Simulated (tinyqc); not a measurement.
# Memristor with linear dopant drift, Joglekar window: what changes with what

A film of thickness D has a doped share x: R = Ron x + Roff (1 - x), i = v/R, dx/dt = k i F with k = mv Ron/D^2 and F = 1 - (2 x - 1)^(2 p). The drive is v = V0 sin(2 pi f t). The model has no threshold and no heating.

Inputs (values chosen for the exercise):
- Ron = 200 ohm (resistance of the fully doped film)
- Roff = 40000 ohm (resistance of the undoped film)
- D = 8 nm (film thickness)
- mv = 2.4e-14 m^2/(V s) (dopant mobility)
- x0 = 0.15 (doped share at t = 0)
- V0 = 1.2 V (amplitude)
- p = 2 (window exponent)
- f = 2.8 Hz (frequency)

Each table varies one quantity; the others keep the values above.

## Effect of the frequency on the first half period

The equation is integrated to convergence over the first half period; the lobe area is the integral of i dv, down branch less up branch.

Results:
```
f (Hz)  x at half period  R0/R(half period)  peak i (uA)  lobe area (uW)
2.8               0.5069              1.716        43.99           9.361
8                 0.2453              1.125        37.23           1.760
14                0.2007              1.063        36.30          0.8878
23                0.1797              1.036        35.87          0.5068
39                0.1670              1.020        35.61          0.2869
66                0.1599              1.012        35.47          0.1655
110               0.1559              1.007        35.38         0.09795
```

Estimate the missing row, f = 4.7 Hz.

Computed row:
```
f (Hz)  x at half period  R0/R(half period)  peak i (uA)  lobe area (uW)
4.7               0.3302              1.267        39.13           3.704
```

With this row back in the table: As f goes from 2.8 to 110 Hz, x at half period falls from 0.507 to 0.156, the resistance ratio falls from 1.72 to 1.01 and the lobe area falls from 9.36 to 0.0979 uW. Between the last two rows the area goes as f^(-1.03): at high frequency too little charge passes, and the loop closes to the line of a fixed resistor.

## Effect of the doped share at t = 0 on the first half period

Same model as above.

Results:
```
x0    x at half period  R0/R(half period)  peak i (uA)  lobe area (uW)
0.02            0.1238              1.118        31.68           1.375
0.05            0.2470              1.260        34.27           3.155
0.07            0.3099              1.345        36.05           4.276
0.1             0.3901              1.472        38.83           5.992
0.15            0.5069              1.716        43.99           9.361
```

Estimate the missing row, x0 = 0.12.

Computed row:
```
x0    x at half period  R0/R(half period)  peak i (uA)  lobe area (uW)
0.12            0.4382              1.561        40.80           7.229
```

With this row back in the table: As x0 goes from 0.02 to 0.15, x at half period rises from 0.124 to 0.507, the resistance ratio rises from 1.12 to 1.72 and the lobe area rises from 1.38 to 9.36 uW.

Numbers from tinyqc (`OMP_NUM_THREADS=1 python tinyqc.py 2880136 2880137 out.jsonl`; about 0.3 s on one thread of a shared Intel Xeon 2.30GHz).
